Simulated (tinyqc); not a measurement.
Electron mobility in a silicon inversion layer, empirical terms and Matthiessen rule: two steps of the calculation.

Inversion layer of sheet density Ns on a uniformly doped body. The mobility terms are empirical power laws with prefactors chosen for the exercise; adding their inverses (Matthiessen) is itself an approximation.

Inputs (values chosen for the exercise); material values close to those of silicon: temperature T = 325 K; relative permittivity of the semiconductor eps_r = 11.6; body doping Nb = 1.6e17 cm^-3; weight of the inversion charge in the effective field eta = 0.5; phonon-limited mobility at 1 MV/cm and 300 K Ap = 442 cm^2/(V s); roughness-limited mobility at 1 MV/cm As = 1050 cm^2/(V s); exponent of the roughness term gs = 2; Coulomb prefactor Ac = 3800 cm^2/(V s); charge at the interface Nit = 3e11 cm^-2; inversion density Ns = 1.1e12 cm^-2; ratio W/L WL = 20; drain voltage Vd = 0.01 V; measured linear current I = 11.5 uA.

Constants: q = 1.602176634e-19 C, eps0 = 8.8541878128e-14 F/cm where lengths are in cm. Results are converted to the units shown.

Problem 1. Mobility terms and their sum. With t = T/(300 K): muC = Ac (Ns/1e12 cm^-2) t/(Nb/1e17 cm^-3 + Nit/1e11 cm^-2), muP = Ap E^(-1/3) t^(-1.75), muS = As E^(-gs); 1/mu is the sum of the inverses.

E = 0.38760371 MV/cm

Wanted: terms; mu; shares of 1/mu.

Solution 1.

terms (cm^2/(V s)): Coulomb 984.42, phonon 526.98, roughness 6989.0
mu = 327.17 cm^2/(V s)
shares of 1/mu (%): Coulomb 33.235, phonon 62.084, roughness 4.6812

The phonon term limits most.

Problem 2. Inversion density for the measured current. I = (W/L) q Ns mu Vd. E = q (Ndep + eta Ns)/(eps0 eps_r) in MV/cm. Ns(new) = I/((W/L) q mu Vd).

Ns at the start = 7.7e11 cm^-2
Ndep = 1.9347589e12 cm^-2

Give: E; mu; Ns after iteration 1.

Solution 2.

E = 0.3619 MV/cm
mu = 291.5 cm^2/(V s)
Ns after iteration 1 = 1.231e12 cm^-2

Computed by the program tinyqc: `OMP_NUM_THREADS=1 python tinyqc.py 2510013 2510014 out.jsonl`, one thread of a shared Intel Xeon 2.30GHz, about 0.01 s for the whole run.
